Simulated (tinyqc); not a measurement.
From results back to parameters: valley splitting in a one-orbital chain of atomic planes (second-neighbour model). Three cases, with inputs chosen for the exercise.

Problem. For E(phi) = e0 + 2 v cos(phi) + 2 u cos(2 phi) with u, v > 0 and planes a/4 apart, the heights of the band at phi = 0 and phi = pi above its minimum were computed from hidden u and v; c = hbar^2/2m0.

Constants: hbar^2/2m0 = 3.80998211 eV angstrom^2.

Find: u, v; phi0; mass at the minimum.

Method. E - Emin = 4u (cos(phi) + v/(4u))^2. The difference of the two heights is 4v, and for v < 4u the sum of their square roots is 4 sqrt(u). The mass is (2c)/((a/4)^2 (8u - v^2/(2u))).

Case 1.

Values chosen (out of a larger set: near those of the Delta valleys of silicon; abrupt walls in this chain split the valleys several times more than measured wells; not measured data): a = 5.437 angstrom (lattice constant; planes lie a/4 apart).

E(0) - Emin = 3.395849 eV
E(pi) - Emin = 1.435849 eV

Solution.

u, v (eV): 0.578  0.490

phi0 = 1.7844 rad
mass at the minimum = 0.934 m0

Case 2.

Values chosen (out of a larger set: near those of the Delta valleys of silicon; abrupt walls in this chain split the valleys several times more than measured wells; not measured data): a = 5.436 angstrom (lattice constant; planes lie a/4 apart).

E(0) - Emin = 3.341311 eV
E(pi) - Emin = 1.333311 eV

Solution.

u, v (eV): 0.556  0.502

phi0 = 1.7985 rad
mass at the minimum = 0.977 m0

Case 3.

Values chosen (out of a larger set: near those of the Delta valleys of silicon; abrupt walls in this chain split the valleys several times more than measured wells; not measured data): a = 5.434 angstrom (lattice constant; planes lie a/4 apart).

E(0) - Emin = 3.263118 eV
E(pi) - Emin = 1.415118 eV

Solution.

u, v (eV): 0.561  0.462

phi0 = 1.7782 rad
mass at the minimum = 0.961 m0

Computed by tinyqc, one run a case: `OMP_NUM_THREADS=1 python tinyqc.py N N+1 out.jsonl` with N = 1452671, 1452735, 1452812; one thread of a shared Intel(R) Xeon(R) Processor @ 2.30GHz, about 0.01 s a run at most.
